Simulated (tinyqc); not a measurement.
Thermal stress, cracking, delamination and buckling of a thin film; Griffith cracks and misfitting inclusions: one step, computed by the program tinyqc.

Isotropic linear elasticity; the substrate is much thicker than the film; stress is positive in tension.

Question. Elastic mismatch. Dundurs alpha = (Ebar - Ebar_s)/(Ebar + Ebar_s), with Ebar_s = E_s/(1 - nu_s^2). The channel-crack factor is taken as g = 1.258 (1 - alpha)^(-0.7), a rough interpolation chosen for the exercise (1.258 is the value for matched materials).

Inputs (values chosen for the exercise, for a model film):

| quantity | value | unit |
|---|---|---|
| deposition temperature T_d | 1325 | K |
| final temperature T | 300 | K |
| substrate Young's modulus E_s | 152 | GPa |
| substrate Poisson ratio nu_s | 0.27 | - |

Ebar = 367.7083 GPa

Give: Dundurs alpha; factor g.

Answer.

Dundurs alpha = 0.3832

factor g = 1.764

A stiff film on a softer substrate opens wider and cracks more easily.
